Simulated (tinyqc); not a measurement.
Charge neutrality of a doped semiconductor with incomplete ionisation: one step, computed by the program tinyqc. Command: `OMP_NUM_THREADS=1 python tinyqc.py 3014481 3014482 out.jsonl dopant walk`. One thread of a shared host (Intel(R) Xeon(R) Processor @ 2.30GHz), about 0.03 s of CPU time with the checks.

Energies are counted from the top of the valence band; E_D is measured down from the conduction band and E_A up from the valence band.

Task: Densities at the solution. n = N_c exp((E_F - E_g)/k_B T), p = N_v exp(-E_F/k_B T). N_D+ = N_D/(1 + g_D exp((E_F - E_g + E_D)/k_B T)). N_A- = N_A/(1 + g_A exp((E_A - E_F)/k_B T)).

Inputs (values chosen for the exercise, modelled on CdTe):

| quantity | value | unit |
|---|---|---|
| donor density N_D | 1.5e+16 | cm^-3 |
| acceptor density N_A | 1e+17 | cm^-3 |
| donor depth E_D | 0.0137 | eV |
| acceptor depth E_A | 0.0598 | eV |
| donor degeneracy g_D | 2 | - |
| acceptor degeneracy g_A | 4 | - |
| temperature T | 450 | K |

Doping: p-type, compensated. Statistics of the bands: Boltzmann.

Fermi level E_F (last iterate) = 0.2202893 eV

gap E_g = 1.530795 eV

N_c = 1.416486e+18 cm^-3

N_v = 2.316245e+19 cm^-3

k_B T = 0.03877800 eV

Give: majority density p; minority density n; ionised share of the acceptors; distance of E_F from the majority band edge.

Result:

majority density p = 7.900e+16 cm^-3

minority density n = 2980 cm^-3

ionised share of the acceptors = 0.9400

distance of E_F from the majority band edge = 0.2203 eV
